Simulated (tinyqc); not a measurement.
# Van der Pauw, Hall and four-point-probe measurements on a doped layer, step by step

Computed by the program tinyqc: `OMP_NUM_THREADS=1 python tinyqc.py 2850207 2850208 out.jsonl`, one thread of a shared Intel Xeon 2.30GHz, about 0.01 s for the whole run. Printed values are rounded.

A uniform n-type layer with sheet resistance Rs = 1/(q ns mu), point contacts, low field (mu B small).

Inputs (values chosen for the exercise):
```
symbol,value,unit,meaning
ns,5.3e13,cm^-2,sheet density of the layer
mu,660,cm^2/(V s),drift mobility
rH,1.1,,Hall factor
B,1,T,magnetic field
I,500,uA,current
ar,1.07,,side ratio a/b of a rectangular sample with corner contacts
t,420,nm,thickness of the layer
```

Constants: q = 1.602176634e-19 C. Results are converted to the units shown.

## Resistances and Hall voltage

Rs = 1/(q ns mu). For a rectangle with contacts at the corners, RA = (8 Rs/pi) sum_(k>=0) ln coth((2k + 1) pi a/(2 b)) with current along a short side b and voltage along the opposite one, RB the same with a and b exchanged; Hall voltage VH = rH B I/(q ns), negative for electrons.

Rs = 178.431 ohm/square
RA = 31.5685 ohm
RB = 48.4121 ohm
VH = -6.47704 mV

RB/RA = 1.53; for a square both equal Rs ln 2/pi = 39.4 ohm.

## Starting value

z = 2 ln 2/(pi (RA + RB)), exact for RA = RB.

z at the start = 5.51723 mS

## Iteration 1: new z

The van der Pauw equation exp(-pi RA z) + exp(-pi RB z) = 1 is solved for z = 1/Rs: e1 = exp(-pi RA z), e2 = exp(-pi RB z), f = e1 + e2 - 1, f' = -pi (RA e1 + RB e2), z(new) = z - f/f'.

e1 = 0.578583
e2 = 0.432090
f = 0.0106732
f' = -0.123098 kohm
z after iteration 1 = 5.60393 mS

## Iteration 2: new z

As before.

e1 = 0.573629
e2 = 0.426429
f = 5.87343e-5
f' = -0.121746 kohm
z after iteration 2 = 5.60441 mS

## Course of the iteration

Stop when the step is below 1e-10 mS, or after 40 iterations.

Course of the iteration:
```
iteration  z before the step (mS)  step (mS)
1                         5.51723     0.0867
2                         5.60393    4.82e-4
3                         5.60441    1.48e-8
4                         5.60441    < 1e-14
```

Converged in 4 iterations.

## Sheet density, mobility and bulk values

converged z = 5.60441 mS

Rs = 1/z; Hall sheet density B I/(q |VH|); Hall mobility |VH|/(Rs B I); true values ns = rH times the Hall density, mu = Hall mobility/rH; bulk density ns/t, resistivity Rs t; correction factor F = Rs/[(pi/ln 2)(RA + RB)/2].

Rs = 178.431 ohm/square
Hall sheet density = 4.81818e13 cm^-2
Hall mobility = 726 cm^2/(V s)
ns = 5.3e13 cm^-2
mu = 660 cm^2/(V s)
bulk density = 1.26190e18 cm^-3
resistivity = 0.00749409 ohm cm
F = 0.984443

Taking the mean of RA and RB without F would overstate Rs by 1.6 %.
